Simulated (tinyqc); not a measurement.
As the film thickens, and with more bath resistance: electroplating on a thin resistive seed layer: kinetics, Wagner number and the terminal effect across a wafer. Computed by tinyqc, a small Python program. Command: `OMP_NUM_THREADS=1 python tinyqc.py 3120362 3120363 out.jsonl terminal walk`. One thread of a shared host (Intel(R) Xeon(R) Processor @ 2.30GHz), about 0.02 s of CPU time with the checks.

Current enters the seed at the rim. The bath is treated as a local resistance per area (no lateral flow in the liquid), two electrons per ion, molar volume 7.11 cm^3/mol, Faraday constant F = e N_A, kinematic viscosity 0.01 cm^2/s, omega = 2 pi x rpm/60; k_B T/e is in volts.

Inputs (values chosen for the exercise, of the order of those for copper plating on a thin cobalt or ruthenium seed):

| quantity | value | unit |
|---|---|---|
| wafer radius R | 10 | cm |
| seed thickness t | 170 | nm |
| seed resistivity | 11 | microohm cm |
| bath conductivity kappa | 0.31 | S/cm |
| gap to the anode h | 5.5 | cm |
| extra resistance of a porous plate | 0 | ohm cm^2 |
| exchange current density i_0 | 0.04 | mA/cm^2 |
| cathodic transfer coefficient alpha | 0.59 | - |
| mean current density | 18 | mA/cm^2 |
| diffusivity of the metal ion | 5.2e-06 | cm^2/s |
| metal ion concentration | 0.49 | mol/L |
| rotation rate | 30 | rpm |
| temperature T | 298 | K |

Constants: e = 1.602176634e-19 C; N_A = 6.02214076e+23 1/mol; k_B = 8.617333262e-05 eV/K.

Method:
- Growth rate = i V_m/(2 F). Levich limit i_L = 0.62 x 2 F D^(2/3) omega^(1/2) nu^(-1/6) c. Tafel overpotential eta = (k_B T/(alpha e)) ln(i/i_0); kinetic resistance k_B T/(alpha e i); bath resistance h/kappa + plate; R_s = resistivity/t; Wagner number = kinetic resistance x kappa/R.
- Full model: seed potential phi(r) with (1/r)(r phi')' = R_s i, where i solves phi = R_b i + (k_B T/(alpha e)) ln(i/i_0) (phi being the driving voltage left at r); phi'(0) = 0 and phi'(R) = R_s i_mean R/2. Solved by collocation to a tolerance of 1e-7.
- The film is taken as uniform, with the seed resistivity; the last column adds 100 ohm cm^2 to R_b. Extra power of that plate = i^2 x 100 ohm cm^2 x area.

sheet resistance R_s = 0.647059 ohm/square

bath resistance R_b = 17.7419 ohm cm^2

Edge over centre:

| thickness (nm) | R_s (ohm/square) | as given | with 100 ohm cm^2 more |
|---|---|---|---|
| 170 | 0.64706 | 1.9717 | 1.1392 |
| 255 | 0.43137 | 1.6089 | 1.0918 |
| 340 | 0.32353 | 1.4425 | 1.0685 |
| 510 | 0.21569 | 1.2857 | 1.0454 |
| 850 | 0.12941 | 1.1670 | 1.0271 |
| 1700 | 0.06471 | 1.0819 | 1.0135 |
| 3400 | 0.03235 | 1.0405 | 1.0067 |

extra power = 10.179 W

What does the comparison show, and why?

The ratio falls below 1.1 from 1700 nm on as given, and from 255 nm on with the added resistance: what counts is R_s R^2 against the sum of kinetic and bath resistance.
